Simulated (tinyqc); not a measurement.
## Gate voltage for a given inversion charge

Inverse problem. p-type body, charge-sheet picture, depletion and inversion only, full ionisation (an idealisation for deep acceptors), Boltzmann statistics (rough once Na exp(x - xn) passes about Nc/7). In units of Vt: xg = (Vg - Vfb)/Vt, x = psi/Vt, G = gamma/sqrt(Vt), xn = (2 phiF + Vc)/Vt. The implicit equation is (xg - x)^2 = G^2 [x - 1 + exp(x - xn)] for x above about 3. Cox = eps0 eox/tox. ni = sqrt(Nc Nv) exp(-Eg/(2 Vt)), Eg in volts; phiF = Vt ln(Na/ni); gamma = sqrt(2 q eps0 eps_r Na)/Cox. N_inv = (Cox Vt G/q) [sqrt(x - 1 + exp(x - xn)) - sqrt(x - 1)]. Find x - xn, psi and Vg.

Parameters, values chosen for the exercise; band and dielectric values close to those of silicon: temperature T = 400 K; band gap Eg = 1.1 eV; relative permittivity eps_r = 11.9; conduction-band density of states at T Nc = 4.36e19 cm^-3; valence-band density of states at T Nv = 4.03e19 cm^-3; relative permittivity of the gate insulator (close to hafnium oxide) eox = 21.4; insulator thickness tox = 51 nm; acceptor density Na = 1.6e17 cm^-3; flat-band voltage Vfb = -0.69 V; channel-body voltage Vc = 0.2 V.

Constants: q = 1.602176634e-19 C, kB = 1.380649e-23 J/K, Vt = kB T/q, eps0 = 8.8541878128e-14 F/cm where lengths are in cm. Results are converted to the units shown.

N_inv = 8e10 cm^-2

Answer. N_inv rises steadily with x, so it fixes x; the implicit equation then gives xg directly.

x - xn = 1.150
psi = 0.9558 V
Vg = 0.9008 V

Computed by the program tinyqc: `OMP_NUM_THREADS=1 python tinyqc.py 2122141 2122142 out.jsonl`, one thread of a shared Intel Xeon 2.30GHz, about 0.01 s for the whole run.
